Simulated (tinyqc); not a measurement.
# Off-state leakage of single and stacked transistors: effects of single changes

n-channel devices of unit width. Subthreshold current I(Vg, Vs, Vd) = I0 (T/300 K)^0.5 exp[(Vg - Vs - VT(T) - gb (Vs - Vb) + dd (Vd - Vs))/(nf Vt)] (1 - exp(-(Vd - Vs)/Vt)), VT(T) = VT - cT (T - 300 K). Gate-edge tunnelling Ig (Vd/1 V) exp(ag (Vd - 1 V)), for a gate at 0 V, and band-to-band leakage Ab u exp(-Bb/u), u = Vd - Vb + 1 V, flow at a drain held at V; both are taken as independent of T. In a stack of off transistors (all gates at 0 V) the same subthreshold current passes through each.

Inputs (values chosen for the exercise); values of the order met in bulk silicon logic transistors: temperature T = 300 K; supply voltage V = 1.1 V; threshold at 300 K, zero drain and body bias VT = 0.48 V; fall of the threshold with temperature cT = 0.6 mV/K; current at threshold at 300 K I0 = 0.76 uA/um; slope factor nf = 1.35; drain-induced lowering per volt dd = 0.18; rise of the threshold per volt of source-body bias gb = 0.1; gate-edge tunnelling current at 1 V Ig = 0.0001 uA/um; exponential slope of the gate current ag = 3 1/V; prefactor of band-to-band leakage at the drain Ab = 10 uA/(um V); its exponential voltage Bb = 23 V; body voltage Vb = 0 V.

Constants: q = 1.602176634e-19 C, kB = 1.380649e-23 J/K, Vt = kB T/q. Results are converted to the units shown.

Each table varies one quantity; the others keep the values above.

## Subthreshold current against the height of the stack

All n gates at 0 V, bottom source at 0 V, top drain at V; node voltages follow from equal currents.

Result of one run:
```
n	I (nA/um)	reduction factor	drain voltage of the bottom device (mV)	source voltage of the top device (mV)	voltage across the top device (V)
4	3.905e-4	602.6	15.28	174.5	0.9255
```

What becomes of these results when the number of transistors in series n is changed from 4 to 1, all else the same?

Result of the changed run:
```
n	I (nA/um)	reduction factor	drain voltage of the bottom device (mV)	source voltage of the top device (mV)	voltage across the top device (V)
1	0.2353	1.000	1100	0	1.100
```

The whole series:
```
n	I (nA/um)	reduction factor	drain voltage of the bottom device (mV)	source voltage of the top device (mV)	voltage across the top device (V)
1	0.2353	1.000	1100	0	1.100
2	0.001620	145.3	135.7	135.7	0.9643
3	6.349e-4	370.6	29.11	161.3	0.9387
4	3.905e-4	602.6	15.28	174.5	0.9255
5	2.813e-4	836.4	10.35	183.5	0.9165
6	2.197e-4	1071	7.817	190.2	0.9098
```

The second transistor cuts the current by a factor of 145, the third by a further 2.55 and the sixth by 1.28. The top device keeps 82.7 % of the supply at n = 6, while the drain voltage of the bottom one falls to 0.302 Vt.

## Leakage components against the body voltage

Same model as above.

One transistor with Vg = Vs = 0, Vd = V; stack factor I(one)/I(two in series).

The same in every row: gate edge (nA/um) = 0.1485; stack factor = 145.3.

Leakage components against the body voltage:
```
Vb (V)	subthreshold (nA/um)	band-to-band (nA/um)	total (nA/um)	largest part
0.2	0.4174	0.1051	0.6709	subthreshold
0	0.2353	0.3678	0.7516	band-to-band
-0.2	0.1327	1.044	1.325	band-to-band
-0.4	0.07480	2.526	2.749	band-to-band
-0.6	0.04217	5.393	5.584	band-to-band
-0.8	0.02378	10.42	10.60	band-to-band
-1	0.01340	18.59	18.75	band-to-band
-1.2	0.007557	31.02	31.17	band-to-band
-1.4	0.004261	48.99	49.15	band-to-band
```

Read the table: what changes, and by how much?

As Vb goes from 0.2 to -1.4, the total leakage rises from 0.671 to 49.1 nA/um. The subthreshold part leads at Vb = 0.2, the band-to-band part from 0 on. The reduction by a stack of two stays at 145, for the subthreshold part alone. For Vb = 0.2 the body is forward biased; the junction current, left out, is still small at this voltage.

Program tinyqc, `OMP_NUM_THREADS=1 python tinyqc.py 2242037 2242038 out.jsonl`; Intel Xeon 2.30GHz, shared host, one thread, about 0.03 s.
